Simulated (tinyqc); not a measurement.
Worked calculation: CIS and TDHF on RHF in the sto-3g basis, for H3-, spin multiplicity 1. The basis has no diffuse functions, so it cannot describe the extra electron: this is an exercise in the method, not the real anion. Computed by tinyqc, a small Python program that keeps every step (integrals from PySCF). Settings: charge = -1, multiplicity = 1, basis = sto-3g, method = RHF, energy threshold = 1e-10, iteration cap = 64, orthogonalisation = canonical, start = atomic densities, DIIS depth = 6, TDHF = 1. Command: `OMP_NUM_THREADS=1 python tinyqc.py 27560 27561 out.jsonl` (the two numbers bound the seeds that draw the settings). One thread of a shared host (Intel(R) Xeon(R) Processor @ 2.60GHz), about 0.06 s of CPU time with the checks. The early iterations of the SCF are left out here.

## One-electron integrals

Geometry (angstrom):
```
atom         x         y          z
H     0.000000  0.000000   0.000000
H     0.000000  0.000000   0.764000
H     0.000000  0.000000  -0.764000
```

Basis sto-3g: exponents (1/bohr^2) and contraction coefficients of normalised primitives:
```
element  l (shell)  exponent  coefficient
H            s (1)  3.425251     0.154329
H            s (1)  0.623914     0.535328
H            s (1)  0.168855     0.444635
```

Overlap, kinetic and nuclear-attraction integrals over the contracted functions; the nuclear repulsion is the sum of Za Zb / Rab.

nuclear repulsion = 1.73160082 hartree

overlap S:
```
          1H 1s     2H 1s     3H 1s
1H 1s  1.000000  0.644195  0.644195
2H 1s  0.644195  1.000000  0.246657
3H 1s  0.644195  0.246657  1.000000
```

kinetic energy T (hartree):
```
          1H 1s     2H 1s     3H 1s
1H 1s  0.760032  0.222896  0.222896
2H 1s  0.222896  0.760032  0.007368
3H 1s  0.222896  0.007368  0.760032
```

nuclear attraction V (hartree):
```
           1H 1s      2H 1s      3H 1s
1H 1s  -2.504702  -1.450636  -1.450636
2H 1s  -1.450636  -2.210736  -0.515278
3H 1s  -1.450636  -0.515278  -2.210736
```

core Hamiltonian H = T + V (hartree):
```
           1H 1s      2H 1s      3H 1s
1H 1s  -1.744670  -1.227740  -1.227740
2H 1s  -1.227740  -1.450704  -0.507910
3H 1s  -1.227740  -0.507910  -1.450704
```

## Two-electron integrals

Functions are numbered as in S; the eight-fold symmetry (ij|kl) = (ji|kl) = (kl|ij) leaves the list below.

Two-electron integrals (ij|kl) in chemists' order, unique and non-zero (hartree):
```
(11|11) 0.774606   (21|11) 0.430995   (21|21) 0.281950   (22|11) 0.561003
(22|21) 0.430995   (22|22) 0.774606   (31|11) 0.430995   (31|21) 0.224283
(31|22) 0.279254   (31|31) 0.281950   (32|11) 0.156858   (32|21) 0.092958
(32|22) 0.131206   (32|31) 0.092958   (32|32) 0.034320   (33|11) 0.561003
(33|21) 0.279254   (33|22) 0.340084   (33|31) 0.430995   (33|32) 0.131206
(33|33) 0.774606
```

## Orthogonalisation

S = U s U^T; canonical form X = U s^(-1/2), so that X^T S X = 1. Each column of U has its largest component positive (the first on a tie).

eigenvalues of S: 0.203990  0.753343  2.042667

X:
```
               1          2         3
1H 1s   1.667307   0.000000  0.460371
2H 1s  -1.030118   0.814683  0.372569
3H 1s  -1.030118  -0.814683  0.372569
```

## Iteration 9 (converged): orbitals

converged F (hartree):
```
           1H 1s      2H 1s      3H 1s
1H 1s  -0.030175  -0.278386  -0.278386
2H 1s  -0.278386   0.039729  -0.152827
3H 1s  -0.278386  -0.152827   0.039729
```

Diagonalise F' = X^T F X, C = X C', fill 2 alpha and 2 beta electrons from the bottom; D = 2 C_occ C_occ^T. Each column has its largest component positive (the first on a tie).

F' = X^T F X (hartree):
```
           1         2          3
1   1.588632  0.000000  -0.018168
2   0.000000  0.255602   0.000000
3  -0.018168  0.000000  -0.228788
```

orbital energies (hartree): MO1 -0.228969, MO2 0.255602, MO3 1.588814

coefficients C:
```
            MO1        MO2        MO3
1H 1s  0.477013   0.000000   1.662623
2H 1s  0.362254   0.814683  -1.033791
3H 1s  0.362254  -0.814683  -1.033791
```

D after iteration 9:
```
          1H 1s      2H 1s      3H 1s
1H 1s  0.455082   0.345599   0.345599
2H 1s  0.345599   1.589873  -1.064961
3H 1s  0.345599  -1.064961   1.589873
```

## Convergence

Stop when the energy changes by less than 1e-10 hartree and every element of the error matrix X^T (F D S - S D F) X is below 3e-06.

Course of the cycle:
```
iteration  E (hartree)     change  largest element of the error matrix
1          -1.55818515          -                             1.53e-01
2          -1.25282290   3.05e-01                             1.48e-02
3          -1.25289282  -6.99e-05                             5.61e-04
4          -1.25289290  -7.85e-08                             2.61e-04
5          -1.25289291  -1.24e-08                             1.71e-04
6          -1.25289291  -4.14e-09                             1.27e-04
7          -1.25289292  -1.88e-09                             1.02e-04
8          -1.25289292  -3.30e-09                             1.83e-08
9          -1.25289292   8.88e-16                             2.45e-10
```

PySCF RHF in the same basis = -1.25289292 hartree

Converged in 9 iterations.

## Integrals over molecular orbitals

(pq|rs) = sum C_ip C_jq C_kr C_ls (ij|kl), one index at a time.

one-electron integrals over orbitals h = C^T H C (hartree):
```
           1          2          3
1  -1.759646   0.000000  -0.184744
2   0.000000  -1.251480   0.000000
3  -0.184744   0.000000  -0.568275
```

Two-electron integrals over orbitals (pq|rs), unique and non-zero (hartree):
```
(11|11) 0.603748    (21|21) 0.162721    (22|11) 0.544825    (22|22) 0.580154
(31|11) 0.088550    (31|22) -0.018557   (31|31) 0.128281    (32|21) -0.133307
(32|32) 0.135624    (33|11) 0.636166    (33|22) 0.574331    (33|31) 0.108104
(33|33) 0.716799
```

## CIS matrix, singlets

A(ia,jb) = (e_a - e_i) d_ij d_ab + 2 (ia|jb) - (ij|ab).

CIS matrix A, singlet (hartree):
```
          1>3       2>3
1>3  1.438179  0.000000
2>3  0.000000  1.030129
```

## CIS singlet states

dipole integrals <i|r|a> (bohr):
```
            x         y          z
1>3  0.000000  0.000000   0.000000
2>3  0.000000  0.000000  -1.172116
```

Diagonalise A (1 hartree = 27.211386 eV); each vector has its largest component positive (the first on a tie). The transition dipole is mu = sqrt2 sum c_ia <i|r|a>.

singlet excitation energies (eV): 28.031237  39.134832

lowest vectors:
```
      state 1   state 2
1>3  0.000000  1.000000
2>3  1.000000  0.000000
```

oscillator strengths 2/3 w |mu|^2: 1.887000  0.000000

## TDHF (RPA) singlet states

B(ia,jb) = 2 (ia|jb) - (ib|ja); the squared energies are the eigenvalues of (A - B)(A + B); 1 hartree = 27.211386 eV.

TDHF matrix B, singlet (hartree):
```
          1>3       2>3
1>3  0.128281  0.000000
2>3  0.000000  0.135624
```

squared energies w^2 (hartree^2): 1.042772  2.051902

TDHF energies from the positive w^2 (eV): 27.787233  38.978842

## CIS matrix, triplets

A(ia,jb) = (e_a - e_i) d_ij d_ab - (ij|ab).

CIS matrix A, triplet (hartree):
```
          1>3       2>3
1>3  1.181617  0.000000
2>3  0.000000  0.758881
```

## CIS triplet states

Diagonalise A (1 hartree = 27.211386 eV); each vector has its largest component positive (the first on a tie).

triplet excitation energies (eV): 20.650201  32.153444

lowest vectors:
```
      state 1   state 2
1>3  0.000000  1.000000
2>3  1.000000  0.000000
```

## TDHF (RPA) triplet states

B(ia,jb) = - (ib|ja); the squared energies are the eigenvalues of (A - B)(A + B); 1 hartree = 27.211386 eV.

TDHF matrix B, triplet (hartree):
```
           1>3        2>3
1>3  -0.128281   0.000000
2>3   0.000000  -0.135624
```

squared energies w^2 (hartree^2): 0.557506  1.379763

TDHF energies from the positive w^2 (eV): 20.317748  31.963401
